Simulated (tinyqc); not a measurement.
Tunnelling through a two-layer gate stack, WKB transmission and Tsu-Esaki current: one step of the calculation.

Electrons leave the emitter at x = 0. Energies E (motion across the layers) are in eV from the emitter Fermi level; the collector Fermi level lies at -V and offers states at every E. No charge in the dielectric and no image force: F1 = V/(t1 + t2 eps1/eps2), F2 = F1 eps1/eps2; U = phi1 - F1 x in layer 1 and phi2 - F1 t1 - F2 (x - t1) in layer 2. With C = hbar^2/(2 m0), kappa = sqrt(m (U - E)/C) where U > E and 0 elsewhere; T(E) = exp(-S), S = 2 times the integral of kappa over x.

Question. WKB exponent by the midpoint rule. Cut each layer into nc equal cells, take U and kappa at the cell centres, and sum S = 2 sum kappa h.

Values chosen for this exercise; layer 1 close to silicon nitride, layer 2 close to hafnium oxide: barrier of layer 1 above the emitter Fermi level at zero bias phi1 = 2.07 eV; tunnelling mass of layer 1 m1 = 0.49 m0; thickness of layer 1 t1 = 0.8 nm; relative permittivity of layer 1 eps1 = 7.64; barrier of layer 2 at zero bias phi2 = 1.47 eV; tunnelling mass of layer 2 m2 = 0.2 m0; thickness of layer 2 t2 = 3.4 nm; relative permittivity of layer 2 eps2 = 22.6; voltage across the dielectric V = 0.3 V; energy of the electron followed E = -0.12 eV; cells in each layer nc = 4.

Constants: q = 1.602176634e-19 C, hbar = 1.054571817e-34 J s, m0 = 9.1093837015e-31 kg, hbar^2/(2 m0) = 0.0380998212 eV nm^2. Results are converted to the units shown.

Wanted: x; U; kappa; S; T(E).

Answer.

```
cell,x (nm),U (eV),kappa (1/nm)
0,0.100,2.055,5.288
1,0.300,2.024,5.251
2,0.500,1.993,5.213
3,0.700,1.962,5.175
4,1.225,1.325,2.754
5,2.075,1.281,2.711
6,2.925,1.236,2.668
7,3.775,1.192,2.624
```

S = 26.66
T(E) = 2.641e-12

Computed by the program tinyqc: `OMP_NUM_THREADS=1 python tinyqc.py 2540033 2540034 out.jsonl`, one thread of a shared Intel Xeon 2.30GHz, about 0.02 s for the whole run.
